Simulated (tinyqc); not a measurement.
MOS inversion layer, Poisson-Schroedinger loop: mixing schemes compared.

Electrons confined at an insulator interface at z = 0, treated as a hard wall; parabolic valleys, Hartree approximation, no image or exchange terms. The depletion charge lies far deeper than the electrons and gives a uniform field q Nd/(eps0 eps_r); the gate balances all charge. Energies are counted from the band edge at the interface.

V0 = q Nd z/(eps0 eps_r) in eV.

Tridiagonal Hamiltonian with psi = 0 one step beyond both ends: H_ii = C (1/m_(i-1/2) + 1/m_(i+1/2))/hz^2 + V0_i + U_i, H_(i,i+1) = -C/(m_(i+1/2) hz^2), C = hbar^2/(2 m0). The lowest 2 level(s) are kept, normalised to hz sum |psi|^2 = 1. The mass is the same on all intervals.

Level k holds N_k = D_k Vt ln(1 + exp((EF - E_k)/Vt)) with D = 6 md1 m0 q/(pi hbar^2) per eV (spin included); EF is fixed by sum N_k = Ns.

n_i = sum_k N_k |psi_k|^2 (converted to cm^-3). Hartree part by Gauss: on the interval before node i the electrons still beyond are S_i = Ns - hz sum_(j<i) n_j, and U_i = U_(i-1) + q S_i hz/(eps0 eps_r) in eV, U_0 = 0 at the interface. Mixing: U(new) = U + a (U(out) - U).

Rounds from U = 0 until the largest |U(out) - U| is below 1e-7 eV (the round that meets it is counted). Anderson mixing of depth m keeps the last m inputs V and residuals F = V(out) - V(in), fits c by least squares to F = dF c over their successive differences dF, dV, and sets V(new) = V + a F - (dV + a dF) c.

Values chosen for this exercise; masses and permittivity close to those of silicon (111):
```
symbol,value,unit,meaning
T,300,K,temperature
eps_r,11.7,,relative permittivity
mz1,0.26,m0,mass along z of valley set A (6 valley(s))
md1,0.362,m0,in-plane density-of-states mass of set A
Ns,1e13,cm^-2,sheet density of electrons
Nd,5e11,cm^-2,sheet density of depletion charge
hz,0.84,nm,mesh step
```

Constants: q = 1.602176634e-19 C, kB = 1.380649e-23 J/K, hbar = 1.054571817e-34 J s, m0 = 9.1093837015e-31 kg, Vt = kB T/q, eps0 = 8.8541878128e-14 F/cm where lengths are in cm, hbar^2/(2 m0) = 0.0380998212 eV nm^2. Results are converted to the units shown.

z, node 1 to 14 (nm): 0.84  1.68  2.52  3.36  4.2  5.04  5.88  6.72  7.56  8.4  9.24  10.08  10.92  11.76

Rounds needed:
```
a    depth m    rounds
1      plain  over 150
0.8    plain        61
0.6    plain        17
0.4    plain        29
0.2    plain        65
0.1    plain       136
0.5        2        14
0.5        4        11
0.5        8        10
```

What does the table show?

Among the plain runs a = 0.6 is fastest, with 17 rounds; larger factors overshoot and smaller ones creep. Not converged within 150 rounds: a = 1. Anderson mixing needs 10 to 14 rounds.

tinyqc, about 0.8 s, one thread, Intel Xeon 2.30GHz (shared host): `OMP_NUM_THREADS=1 python tinyqc.py 2160156 2160157 out.jsonl`
